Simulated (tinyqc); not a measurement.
CID on RHF in the sto-6g basis, for H3+, spin multiplicity 1, step by step. One step of it, computed by the program tinyqc.

Question. CID: determinants and Hamiltonian. Slater-Condon rules over spin orbitals, with the nuclear repulsion added and E(HF) subtracted on the diagonal.

one-electron integrals over orbitals h = C^T H C (hartree), lower triangle:
```
,1,2,3
1,-1.462535
2,0.000031,-1.102332
3,-0.057735,-0.000013,-0.910858
```

Two-electron integrals over orbitals (pq|rs), unique and non-zero (hartree):
```
p,q,r,s,(pq|rs)
1,1,1,1,0.532727
2,1,1,1,-0.000031
2,1,2,1,0.145549
2,2,1,1,0.480753
2,2,2,1,0.000067
2,2,2,2,0.558277
3,1,1,1,0.057735
3,1,2,1,0.000006
3,1,2,2,-0.072979
3,1,3,1,0.146308
3,2,1,1,0.000010
3,2,2,1,-0.128291
3,2,2,2,-0.000044
3,2,3,1,-0.000048
3,2,3,2,0.126280
3,3,1,1,0.541066
3,3,2,1,-0.000070
3,3,2,2,0.472123
3,3,3,1,0.094081
3,3,3,2,0.000038
3,3,3,3,0.587517
```

nuclear repulsion = 1.21167755 hartree

Hartree-Fock energy = -1.18066425 hartree

Give: determinants; H - E(HF) between determinants.

Answer.

Occupation strings over the orbitals (2 doubly, a alpha, b beta, 0 empty; spin orbitals ordered 1a 1b 2a 2b ...): 200 020 0ab 0ba 002

H - E(HF) between determinants (hartree), lower triangle:
```
,200,020,0ab,0ba,002
200,0.0000
020,0.1455,0.7460
0ab,0.0000,-0.0001,0.8513
0ba,0.0000,0.0001,-0.1263,0.8513
002,0.1463,0.1263,0.0000,0.0000,1.1581
```
